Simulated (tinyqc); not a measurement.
# Changing the pH

Model: potential-pH (Pourbaix) lines of a metal, its cation, its oxide and an oxyanion, with a complexing ligand. Computed by tinyqc, a small Python program. Command: `OMP_NUM_THREADS=1 python tinyqc.py 3008032 3008033 out.jsonl pourb sweep`. One thread of a shared host (Intel(R) Xeon(R) Processor @ 2.30GHz), about 0.01 s of CPU time with the checks.

Potentials are against the standard hydrogen electrode; solids and water have unit activity; dG_f of M, H+ and the electron is zero; F = e N_A and s = R T ln(10)/F. The cation carries z = 2.

Inputs (values chosen for the exercise, modelled on nickel):
```
quantity                                      value      unit
dG_f of the cation                           -45.38    kJ/mol
dG_f of the oxide                           -213.04    kJ/mol
dG_f of the oxyanion                        -277.96    kJ/mol
dG_f of water                               -237.14    kJ/mol
temperature T                                298.15         K
log10 of the dissolved activity a                -4         -
potential E                                   -0.98         V
log10 of the stability constant beta of ML       10         -
pKa of HL                                         7         -
total ligand c_L                              0.021     mol/L
limiting current density i_L                0.00082    A/cm^2
molar volume V_m                               6.59  cm^3/mol
```

Species: M, M2+, MO, MO2(2-).

exchange current densities, metal and cathodic (A/cm^2): 3.1e-06  5.9e-10

Tafel slopes, anodic and cathodic (mV/decade): 55  125

Constants: R = 8.314462618 J/(mol K); e = 1.602176634e-19 C; N_A = 6.02214076e+23 1/mol.

Method:
- M2+ + 2e = M; MO + 2H+ + 2e = M + H2O; MO2(2-) + 4H+ + 2e = M + 2H2O. For each, E0 = -dG/(z F), and E = E0 + (s/z) log10 a - (s n_H/z) pH, with no activity term for the oxide.
- The metal is stable below the lowest of the three lines; above it, the species of the lowest line is stable. Water lines at 1 bar: hydrogen E = -s pH, oxygen E = -dG_f(water)/(2F) - s pH.
- The free ligand is c_L/(1 + 10^(pKa - pH)) (ligand in excess); dissolved metal is a in all, so the free cation is a/alpha, alpha = 1 + beta [L]; the cation line drops by (s/z) log10 alpha.
- Anodic i = i0a 10^((E - E_a)/b_a) with E_a the cation line with ligand; cathodic i = i0c 10^((E_c - E)/b_c) with E_c the oxygen line; supply caps the cathodic current, 1/i_c = 1/i(Tafel) + 1/i_L. E_corr makes the two currents equal. Without the cap it would be [b_c E_a + b_a E_c + b_a b_c log10(i0c/i0a)]/(b_a + b_c). Rate = i V_m/(z F). Films are left out.

One run for each value; columns: (1) pH; (2) upper limit of immunity (V); (3) cation line with ligand (V); (4) corrosion potential E_corr (V); (5) etch rate (nm/min); (6) log10 alpha:
```
(1)       (2)      (3)      (4)    (5)    (6)
1.0   -0.3535  -0.4222  -0.2890  16.80  2.324
2.5   -0.3535  -0.4665  -0.3333  16.80  3.822
4.0   -0.3535  -0.5109  -0.3777  16.80  5.322
5.5   -0.3535  -0.5549  -0.4216  16.80  6.809
7.0   -0.3535  -0.5907  -0.4575  16.80  8.021
8.5   -0.3780  -0.5993  -0.4660  16.80  8.309
10.0  -0.4667  -0.5996  -0.4665  16.77  8.322
11.5  -0.5554  -0.5997  -0.4667  16.63  8.322
13.0  -0.6442  -0.5997  -0.4676  15.96  8.322
```

Over the rows, upper limit of immunity (V) falls from -0.353 to -0.644, flat over part of the range; cation line with ligand (V) falls from -0.422 to -0.600; corrosion potential E_corr (V) falls from -0.289 to -0.468.

Caution (all rows): other oxidation states, hydroxides and hydrides are left out, and the lines say nothing of rates. Caution (rows 1.00, 2.50, 4.00, 5.50, 7.00): E_corr lies below the hydrogen line, so hydrogen evolution, left out here, adds cathodic current. Caution (rows 13.0): at this pH the oxide, not the cation, is the stable product, and a film would cut the rate.
